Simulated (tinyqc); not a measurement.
# Superjunction drift layer against a plain one, charge balance, step by step

tinyqc, about 0.01 s, one thread, Intel Xeon 2.30GHz (shared host): `OMP_NUM_THREADS=1 python tinyqc.py 2590109 2590110 out.jsonl` Printed values are rounded.

Alternating n and p pillars of equal width wp, doping N and length Lp. When depleted, the lateral field peaks at Ex = q N wp/(2 eps0 eps_r) at the pillar junctions and a uniform vertical field Ey is added; breakdown is taken where Ex^2 + Ey^2 = Ef^2. Only the n pillars conduct, narrowed by the zero-bias depletion. A first-order model: the field peaks at the pillar ends are left out.

Parameters, values chosen for the exercise; values close to those of silicon:
```
symbol,value,unit,meaning
eps_r,11.3,,relative permittivity of the semiconductor
E16,0.397,MV/cm,critical field at a doping of 1e16 cm^-3
mx,1330,cm^2/(V s),mobility at low doping
mi,89.7,cm^2/(V s),mobility at high doping
Nr,1.3e17,cm^-3,reference doping of the mobility
BV,670,V,wanted breakdown voltage
wp,4,um,width of each pillar
Ef,0.3,MV/cm,critical field inside the pillars
a,0.58,,lateral peak field as a share of Ef
Vb,0.8,V,built-in voltage of the pillar junctions
dl,8,%,charge imbalance (Nn - Np)/N
```

Constants: q = 1.602176634e-19 C, eps0 = 8.8541878128e-14 F/cm where lengths are in cm. Results are converted to the units shown.

## Iteration 1: doping of the plain drift layer

N at the start = 1e15 cm^-3

Ec(N) = E16 (N/1e16 cm^-3)^(1/8); N(new) = eps0 eps_r Ec(N)^2/(2 q BV).

Ec = 0.2977080 MV/cm
N after iteration 1 = 4.130408e14 cm^-3

## Iteration 2: doping of the plain drift layer

As before.

Ec = 0.2665567 MV/cm
N after iteration 2 = 3.311244e14 cm^-3

## Course of the iteration: doping of the plain drift layer

Stop when N changes by less than 1e8 cm^-3, or after 40 iterations.

Course of the iteration:
```
iteration,N (cm^-3),|change| (cm^-3)
1,4.130408e14,5.87e14
2,3.311244e14,8.19e13
3,3.133219e14,1.78e13
4,3.090229e14,4.30e12
5,3.079574e14,1.07e12
6,3.076916e14,2.66e11
7,3.076252e14,6.64e10
8,3.076086e14,1.66e10
9,3.076044e14,4.15e9
10,3.076034e14,1.04e9
11,3.076032e14,2.59e8
12,3.076031e14,6.48e7
```

Converged in 12 iterations. At the end each change is about 0.25 times the one before: linear convergence.

## Thickness and resistance of the plain layer

N of the plain layer = 3.076031e14 cm^-3

Ec(N) = E16 (N/1e16 cm^-3)^(1/8), mu(N) = mi + (mx - mi)/(1 + (N/Nr)^0.9). W = 2 BV/Ec, Rsp = W/(q mu N).

mu = 1324.651 cm^2/(V s)
W = 52.15734 um
Rsp = 79.89379 mohm cm^2

## Design of the pillars

Ex = a Ef gives N = 2 eps0 eps_r a Ef/(q wp); Ey = Ef sqrt(1 - a^2); Lp = BV/Ey; xd = sqrt(eps0 eps_r Vb/(q N)) on each side; Rsp = 2 Lp/(q mu(N) N (1 - 2 xd/wp)). mu(N) = mi + (mx - mi)/(1 + (N/Nr)^0.9).

N = 5.432954e15 cm^-3
Ey = 0.2443849 MV/cm
Lp = 27.41576 um
xd = 0.3032392 um
Rsp = 5.880396 mohm cm^2

The pillars have an aspect ratio of 6.85. Their doping is 17.7 times, and their Rsp 0.0736 times, that of the plain layer.

## Loss of breakdown voltage by imbalance

An imbalance dl leaves the mean net doping |dl| N/2, which tilts the vertical field by s = q |dl| N/(2 eps0 eps_r): BV(dl) = Ey Lp - s Lp^2/2, or Ey^2/(2 s) if the field reaches zero inside the pillar.

tilt s = 3.48 kV/(cm um)
BV(dl) = 539.2174 V
loss = 19.51979 %
